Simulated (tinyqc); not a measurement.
# Stacked nanosheet transistor, parasitic resistance, capacitance and delay: what changes with what

Ns sheets share one contact on top; each has perimeter p = 2 (Ws + ts) and cross-section A = Ws ts; contact width Wc = Ws + 10 nm, stack height Hs = Ns pv. Sheet 1 is the top one. Contact length Lc = CPP - Lg - 2 Lsp, shared by two neighbouring gates. Source and drain sides are equal. The formulas are first-order estimates, not field solutions.

Parameters, values chosen for the exercise; values close to those of silicon logic devices:
```
symbol,value,unit,meaning
T,300,K,temperature
Ns,3,,number of sheets
Ws,50,nm,sheet width
ts,6,nm,sheet thickness
pv,18,nm,vertical pitch of the sheets
rv,85,ohm,vertical resistance between sheet levels
CPP,60,nm,contacted gate pitch
Lg,18,nm,gate length
Lsp,7,nm,spacer length
ks,7,,relative permittivity of the spacer
Hc,30,nm,gate height above the channel stack
rc,1.2e-9,ohm cm^2,contact resistivity
re,0.00029,ohm cm,resistivity of the source-drain epitaxy
te,25,nm,current-carrying depth of the epitaxy
rx,0.00062,ohm cm,resistivity of the extension
Lov,0.5,nm,gate overlap
Cinv,3,uF/cm^2,inversion capacitance
vx,8.3e6,cm/s,injection velocity
mu,290,cm^2/(V s),apparent mobility
VT,0.25,V,threshold at zero drain voltage
dl,0.036,V/V,barrier lowering
n,1.12,,subthreshold factor
Cw,0.16,fF,wire load
Vdd,0.75,V,supply voltage
```

Constants: q = 1.602176634e-19 C, kB = 1.380649e-23 J/K, eps0 = 8.8541878128e-12 F/m, Vt = kB T/q. Results are converted to the units shown.

Each table varies one quantity; the others keep the values above.

## Effect of the spacer length

Epitaxy sheet resistance Rsh = re/te, transfer length LT = sqrt(rc/Rsh), contact Rc = [sqrt(rc Rsh)/Wc] coth(Lc/(2 LT)); extension of one sheet Rx = rx Lsp/A. With N sheets: gate Cg = Cinv p N Lg; per side, plate Cp = ks eps0 [Wc (Hs + Hc) - N A]/Lsp, top fringe Cf = (2/pi) ks eps0 Wc ln(1 + Lg/(2 Lsp)), overlap Co = Cinv p N Lov. One sheet: I = p Q vx u/(1 + |u|^1.8)^(1/1.8), Q = Cinv n Vt ln(1 + exp((Vg' - VT + dl Vd')/(n Vt))), u = Vd' mu/(vx Lg), Vg' = Vgs - v, Vd' = Vds - 2 v, with the drop on each side v_j = Rc sum I + rv (sum over levels k = 2..j of the current of sheets k..Ns) + Rx I_j. Ieff = [I(Vgs = Vdd, Vds = Vdd/2) + I(Vdd/2, Vdd)]/2, total currents. With Cs = Cp + Cf + Co, the load of an inverter of two such devices driving an equal one is CL = 2 (Cg + 2 Cs) + 4 Cs + Cw (own drains counted twice for the Miller effect); delay CL Vdd/(2 Ieff).

Effect of the spacer length:

| Lsp (nm) | Rc (ohm) | Rx/N (ohm) | Ieff (uA) | CL (aF) | delay (ps) |
|---|---|---|---|---|---|
| 2 | 117.2 | 13.78 | 235.0 | 1622 | 2.588 |
| 3 | 122.5 | 20.67 | 232.6 | 1274 | 2.054 |
| 4 | 128.4 | 27.56 | 230.1 | 1099 | 1.791 |
| 5 | 135.1 | 34.44 | 227.4 | 993.3 | 1.638 |
| 6 | 142.9 | 41.33 | 224.7 | 922.7 | 1.540 |
| 8 | 162.1 | 55.11 | 218.5 | 834.1 | 1.431 |
| 10 | 188.9 | 68.89 | 211.3 | 780.6 | 1.386 |
| 12 | 228.0 | 82.67 | 202.1 | 744.9 | 1.382 |

What does the table show?

As Lsp goes from 2 to 12 nm, Ieff falls from 235 to 202 uA, CL falls from 1620 to 745 aF and the delay falls from 2.59 to 1.38 ps. Over this range the saving of capacitance outweighs the added resistance. For Lsp = 2 to 3 nm the spacer is under 3.5 nm, where leakage and breakdown between gate and contact would forbid it.

## Effect of the vertical resistance between sheet levels

Same model as above.

The same in every row: Rc (ohm) = 151.8; Rx/N (ohm) = 48.22; CL (aF) = 872.1.

Effect of the vertical resistance between sheet levels:

| rv (ohm) | Ieff (uA) | delay (ps) |
|---|---|---|
| 0 | 230.5 | 1.419 |
| 50 | 225.3 | 1.452 |
| 100 | 220.2 | 1.485 |
| 200 | 210.5 | 1.553 |
| 400 | 192.3 | 1.700 |
| 800 | 165.0 | 1.982 |

As rv goes from 0 to 800 ohm, Ieff falls from 231 to 165 uA, CL stays at 872 aF and the delay rises from 1.42 to 1.98 ps.

## Effect of the wire load

Same model as above.

The same in every row: Rc (ohm) = 151.8; Rx/N (ohm) = 48.22; Ieff (uA) = 221.7.

Effect of the wire load:

| Cw (fF) | CL (aF) | delay (ps) |
|---|---|---|
| 0.02 | 732.1 | 1.238 |
| 0.043 | 755.1 | 1.277 |
| 0.093 | 805.1 | 1.362 |
| 0.2 | 912.1 | 1.543 |
| 0.43 | 1142 | 1.932 |
| 0.93 | 1642 | 2.777 |
| 2 | 2712 | 4.587 |

As Cw goes from 0.02 to 2 fF, Ieff stays at 222 uA, CL rises from 732 to 2710 aF and the delay rises from 1.24 to 4.59 ps.

tinyqc, about 0.06 s, one thread, Intel Xeon 2.30GHz (shared host): `OMP_NUM_THREADS=1 python tinyqc.py 2170038 2170039 out.jsonl`
